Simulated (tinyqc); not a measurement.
Tail absorption against field: Franz-Keldysh effect at a direct gap.

Parabolic bands, vertical transitions, no excitons. For each hole band j: mr = me mj/(me + mj); joint density of states J_j(E) = (mr/c)^(3/2) sqrt(E - Eg)/(2 pi^2), both spins, c = hbar^2/2m0; averaged matrix element |e.p|^2 = m0 Ep/6; alpha_j(E) = 4 pi^2 alpha_f c Ep J_j/(3 nr E) in 1/angstrom (alpha_f the fine-structure constant, listed as alpha among the constants), times 1e8 for 1/cm.

In a field Fd (1 kV/cm = 1e-5 V/angstrom) the electro-optic energy of band j is th = (c (e Fd)^2/mr)^(1/3), and sqrt(E - Eg) in J_j is replaced by pi sqrt(th) [Ai'(b)^2 - b Ai(b)^2] with b = (Eg - E)/th; Ai is the Airy function.

Constants: hbar^2/2m0 = 3.80998211 eV angstrom^2; fine-structure constant alpha = 0.007297352564.

Inputs chosen for the exercise (near those of InGaAs; not measured data):
```
symbol  value   unit  meaning
Eg      0.758   eV    direct gap
me      0.0424  m0    electron mass
mhh     0.45    m0    heavy-hole mass
mlh     0.0528  m0    light-hole mass
Ep      23.6    eV    Kane energy
nr      3.49          refractive index
det     40      meV   detuning below the gap
```

At E = Eg - det; the field takes the values listed. The last column is the length for 10 dB of loss.

Results:
```
Fd (kV/cm)  th heavy (meV)  b heavy  alpha (1/cm)  length (micrometre)
10                    9.94    4.023       0.00810             2.84e+06
20                   15.78    2.534          1.30             1.77e+04
40                   25.06    1.596          24.2                  953
60                   32.83    1.218          73.8                  312
100                  46.16    0.867           205                  112
250                  85.02    0.470           667                 34.5
400                 116.30    0.344      1.01e+03                 22.8
```

Give the missing row, Fd (kV/cm) = 150.

Computed row:
```
Fd (kV/cm)  th heavy (meV)  b heavy  alpha (1/cm)  length (micrometre)
150                  60.48    0.661           373                 61.7
```

alpha grows by 4.0 decades from 10 to 60 kV/cm and by a factor 1.52 over the last step, where the field grows by 1.6: the exponent (4/3) b^(3/2) goes as 1/Fd, so the gain is steep only while b > 1 (deep in the tail the light-hole pair, with its smaller b, carries most of it), that is up to 60 kV/cm of those listed. Values below about 10 1/cm lie under the Urbach and exciton tails of a real crystal, left out here.

tinyqc: `OMP_NUM_THREADS=1 python tinyqc.py 1652295 1652296 out.jsonl`; about 0.01 s, one thread, shared Intel(R) Xeon(R) Processor @ 2.30GHz.
